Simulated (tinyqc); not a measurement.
Stretching all distances: RHF, UHF, MP2, CISD and CCSD against full CI in the sto-3g basis, for H2, spin multiplicity 1. Computed by the program tinyqc with PySCF. 

Geometry (angstrom):
```
atom       x       y       z
H     0.0000  0.0000  0.0000
H     0.0000  0.0000  0.7020
```

All coordinates are multiplied by the scale. c0^2 is the weight of the RHF determinant in the lowest singlet FCI state (UHF is spin-contaminated and may lie near states of higher spin) and n(LUMO) the first natural occupation beyond the occupied space.

Full CI energy (hartree) and errors against it (kcal/mol):
```
scale   distance 1-2 (angstrom)     E(FCI)      RHF      UHF      MP2    CISD    CCSD  <S^2> UHF    c0^2  n(LUMO)
0.8500                   0.5967  -1.115069   9.4430   9.4430   3.0785  0.0000  0.0000     0.0000  0.9925   0.0149
1.0600                   0.7441  -1.137235  12.9928  12.9928   4.6880  0.0000  0.0000     0.0000  0.9871   0.0257
1.2800                   0.8986  -1.120807  17.9230  17.9230   7.0576  0.0000  0.0000     0.0000  0.9780   0.0440
1.4900                   1.0460  -1.091227  24.0843  24.0843  10.1565  0.0000  0.0000     0.0000  0.9644   0.0712
1.7000                   1.1934  -1.058208  32.0011  31.4105  14.2713  0.0000  0.0000     0.1276  0.9440   0.1120
1.9100                   1.3408  -1.026876  41.8947  31.2999  19.5021  0.0000  0.0000     0.4731  0.9151   0.1699
2.1300                   1.4953  -0.998911  54.3533  25.5883  26.0496  0.0000  0.0000     0.6899  0.8751   0.2499
2.3400                   1.6427  -0.978018  67.8981  18.9738  32.9012  0.0000  0.0000     0.8133  0.8294   0.3412
```

UHF parts from RHF first at scale 1.7 of those listed, where <S^2> leaves zero. The weight c0^2 goes from 0.99 to 0.83 and n(LUMO) from 0.01 to 0.34: static correlation grows as the bonds break into open-shell fragments. The spread of the error along the curve, which distorts its shape, is CISD 0.0, CCSD 0.0, UHF 22.0, MP2 29.8, RHF 58.5 kcal/mol. With two electrons CISD and CCSD are exact.
